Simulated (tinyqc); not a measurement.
Thermionic-field emission through a Schottky barrier, WKB: two steps of the calculation.

Metal on an n-type semiconductor with one parabolic valley; V > 0 is forward bias (metal positive). Energies E are counted from the conduction edge of the neutral semiconductor, whose Fermi level lies at -xi; that of the metal lies at -xi - V. The barrier is a parabola of height Vd = phi - xi - V (depletion approximation, no image force).

Values chosen for this exercise; band and dielectric values close to those of 4H silicon carbide:
- T = 350 K (temperature)
- me = 0.37 m0 (electron mass)
- eps_r = 9.72 (relative permittivity)
- phi = 1.25 eV (barrier height seen from the metal)
- Nd = 1e18 cm^-3 (donor density)
- V = 0.57 V (bias)
- nE = 11 (points of the energy grid)
- Eb = 0.8 eV (upper end of the energy grid)

Constants: q = 1.602176634e-19 C, kB = 1.380649e-23 J/K, hbar = 1.054571817e-34 J s, h = 6.62607015e-34 J s, m0 = 9.1093837015e-31 kg, Vt = kB T/q, eps0 = 8.8541878128e-14 F/cm where lengths are in cm. Results are converted to the units shown.

Task 1. Fermi level, barrier and E00. Nc = 2 (2 pi me m0 kB T/h^2)^1.5 (times 1e-6 for cm^-3); Nd = Nc F12(-xi/Vt), F12(x) = (2/sqrt(pi)) int_0^infinity sqrt(u)/(1 + exp(u - x)) du; E00 = (hbar/2) sqrt(Nd/(me m0 eps0 eps_r)) in SI units (volts). W = sqrt(2 eps0 eps_r Vd/(q Nd)).

Wanted: Nc; xi; Vd; W; E00; E00/Vt.

Result 1.

Nc = 7.117e18 cm^-3
xi = 0.05769 eV
Vd = 0.6223 V
W = 25.86 nm
E00 = 9.790 meV
E00/Vt = 0.3246

By a common rule of thumb, E00/Vt below 0.5 marks thermionic emission, 0.5 to 5 thermionic-field emission and above 5 field emission. By that rule alone: thermionic emission; with a high barrier, tunnelling near its top can carry most of the current even below 0.5.

Task 2. Current density on a coarse grid. For E < Vd, ln T(E) = -(Vd/E00) [sqrt(1 - y) - y ln((1 + sqrt(1 - y))/sqrt(y))], y = E/Vd; T(E) = 1 above. J = A* T (q/kB) int_0^infinity T(E) N(E) dE, N = ln[(1 + exp((-xi - E)/Vt))/(1 + exp((-xi - V - E)/Vt))], A* = 4 pi q me m0 kB^2/h^3 (times 1e-4 for A/(cm^2 K^2)). Simpson's rule on nE equally spaced points from 0 to Eb.

xi = 0.057694369 eV
Vd = 0.62230563 V
E00 = 9.7902393 meV

Find: E; T(E); N; T(E) N; J.

Result 2.

```
point  E (eV)       T(E)          N     T(E) N
0      0.0000  2.481e-28     0.1377  3.416e-29
1      0.0800  1.621e-20    0.01035  1.678e-22
2      0.1600  2.745e-15   7.331e-4  2.013e-18
3      0.2400  3.948e-11   5.169e-5  2.041e-15
4      0.3200   9.713e-8   3.643e-6  3.538e-13
5      0.4000   5.442e-5   2.567e-7  1.397e-11
6      0.4800   0.007676   1.809e-8  1.389e-10
7      0.5600     0.2540   1.275e-9  3.239e-10
8      0.6400      1.000  8.988e-11  8.988e-11
9      0.7200      1.000  6.334e-12  6.334e-12
10     0.8000      1.000  4.464e-13  4.464e-13
```

J = 0.008839 A/cm^2

The integrand peaks at E = 0.560 eV among these points, 0.90 of the barrier height.

Range of the model: One isotropic valley is assumed; bands with several valleys have a larger Richardson constant and Nc. The depletion approximation, a parabolic band and the neglect of image-force lowering make these currents estimates at high doping.

Program tinyqc, `OMP_NUM_THREADS=1 python tinyqc.py 2640010 2640011 out.jsonl`; Intel Xeon 2.30GHz, shared host, one thread, about 0.03 s.
